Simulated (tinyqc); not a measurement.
From results to parameters: Hueckel model of a polar double bond. Computed by the program tinyqc.

Problem. A C=X pi bond in Hueckel theory has H_XX = alpha + h beta, H_CC = alpha and H_CX = k beta, with two electrons. Find h, k, the charge on carbon and the bond order.

x values of the two levels (E = alpha + x beta): 2.718012  -0.298012

Solution. The sum of the x values is h and their product is -k^2; the charge on carbon is h/sqrt(h^2 + 4k^2) and the bond order 2k/sqrt(h^2 + 4k^2).

h, k: 2.4200  0.9000
charge on carbon, bond order: 0.8024  0.5968
